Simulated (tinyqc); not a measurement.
Threshold-voltage variability of a planar MOSFET, analytic estimates: two steps of the calculation.

Three independent sources add in quadrature: random dopants in the depleted layer, metal-gate grains of two orientations, and roughness of the two gate edges acting through the roll-off VT = VT(long) - Vr exp(-L/l). These are first-order estimates: no three-dimensional electrostatics, no percolation.

Parameters, values chosen for the exercise; material values close to those of silicon:
- T = 273 K (temperature)
- L = 25 nm (gate length)
- W = 100 nm (gate width)
- G = 10 nm (metal grain size)
- dW = 0.1 eV (work-function difference of the two grain orientations)
- p = 0.6 (share of the orientation of higher work function)
- De = 1.7 nm (rms roughness of one gate edge)
- La = 20 nm (correlation length of the roughness)
- l = 4.2 nm (decay length of the threshold roll-off)
- Vr = 1.3 V (prefactor of the roll-off)
- n = 1.35 (subthreshold factor)
- gI = 25 1/V (gm/I of a matched pair)
- sb = 2 % (spread of the gain factor of one device)

Constants: q = 1.602176634e-19 C, kB = 1.380649e-23 J/K, Vt = kB T/q. Results are converted to the units shown.

Question 1. Metal grains and edge roughness. Grains: Ng = L W/G^2 (at least 1), s2 = dW sqrt(p (1 - p)/Ng). Edges, with exponential correlation and u = W/La: the mean gate length has sL^2 = 2 De^2 (2/u)[1 - (1 - exp(-u))/u]; s3 = sL (Vr/l) exp(-L/l).

Give: Ng; s2; sL; dVT/dL; s3.

Answer 1.

Ng = 25.000
s2 = 9.7980 mV
sL = 1.3611 nm
dVT/dL = 0.80465 mV/nm
s3 = 1.0952 mV

Question 2. Total spread, mismatch and leakage. s = sqrt(s1^2 + s2^2 + s3^2). For a pair: s(dVT) = sqrt(2) s; current mismatch sqrt(2) sqrt((gI s)^2 + sb^2); input offset = current mismatch/gI. For a Gaussian VT the off current is log-normal with mean/median = exp(s^2/(2 (n Vt)^2)).

s1 = 18.691367 mV
s2 = 9.7979590 mV
s3 = 1.0952474 mV

Find: s; s(dVT); current mismatch; input offset; mean/median of Ioff.

Answer 2.

s = 21.132 mV
s(dVT) = 29.885 mV
current mismatch = 74.767 %
input offset = 29.907 mV
mean/median of Ioff = 1.2478

Program tinyqc, `OMP_NUM_THREADS=1 python tinyqc.py 2090128 2090129 out.jsonl`; Intel Xeon 2.30GHz, shared host, one thread, about 0.02 s.
